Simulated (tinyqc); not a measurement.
## Schottky diode by the thermionic emission-diffusion theory: effect of the mobility

Metal on an n-type semiconductor with one parabolic valley; V > 0 is forward bias (metal positive). The band bends as a parabola over the depletion layer, by Vd = Vbi - V; no image force. Carriers drift and diffuse up to the interface and leave it with the velocity vR.

A* = 4 pi q me m0 kB^2/h^3 (times 1e-4 for A/(cm^2 K^2)); Nc = 2 (2 pi me m0 kB T/h^2)^1.5 (times 1e-6 for cm^-3); Vbi = phi - Vt ln(Nc/Nd); vR = A* T^2/(q Nc). LD = sqrt(eps0 eps_r Vt/(q Nd)), a = sqrt((Vbi - V)/Vt), D(a) = exp(-a^2) int_0^a exp(s^2) ds (Dawson), vD = mun Vt/(sqrt(2) LD D(a)). J = q Nc [vR vD/(vR + vD)] exp(-phi/Vt) [exp(V/Vt) - 1].

Values chosen for this exercise; band and dielectric values those of a made-up semiconductor:
- T = 200 K (temperature)
- me = 0.0867 m0 (electron mass)
- eps_r = 9.81 (relative permittivity)
- phi = 0.47 eV (barrier height seen from the metal)
- Nd = 1.3e15 cm^-3 (donor density)
- V = 0.19 V (bias)

Constants: q = 1.602176634e-19 C, kB = 1.380649e-23 J/K, h = 6.62607015e-34 J s, m0 = 9.1093837015e-31 kg, Vt = kB T/q, eps0 = 8.8541878128e-14 F/cm where lengths are in cm. Results are converted to the units shown.

The same in every row: vR (cm/s) = 7.4596e6.

Result of one run:
```
vD (cm/s)  vD/(vR + vD)  J (A/cm^2)
39097         0.0052139   1.9114e-4
```

Which electron mobility mun gave this result: 1.2, 4.4, 16 or 57 cm^2/(V s)?

mun = 4.4 cm^2/(V s).

The whole series:
```
mun (cm^2/(V s))  vD (cm/s)  vD/(vR + vD)  J (A/cm^2)
1.2                   10663     0.0014274   5.2328e-5
4.4                   39097     0.0052139   1.9114e-4
16                 1.4217e5      0.018703   6.8563e-4
57                 5.0649e5      0.063581   0.0023309
210                1.8660e6       0.20010   0.0073355
750                6.6643e6       0.47185    0.017298
2700               2.3992e7       0.76282    0.027965
9800               8.7080e7       0.92110    0.033767
```

J rises from 5.23e-5 to 0.0338 A/cm^2, as mun^(1.00) between the first two rows and mun^(0.15) between the last two. vD equals vR at mun = 839 cm^2/(V s): below that diffusion limits the current, above it emission. In 1 of the 8 rows vD exceeds 3e7 cm/s, beyond usual saturation velocities, since the low-field mobility is used at the surface field.

tinyqc, about 0.01 s, one thread, Intel Xeon 2.30GHz (shared host): `OMP_NUM_THREADS=1 python tinyqc.py 2640132 2640133 out.jsonl`
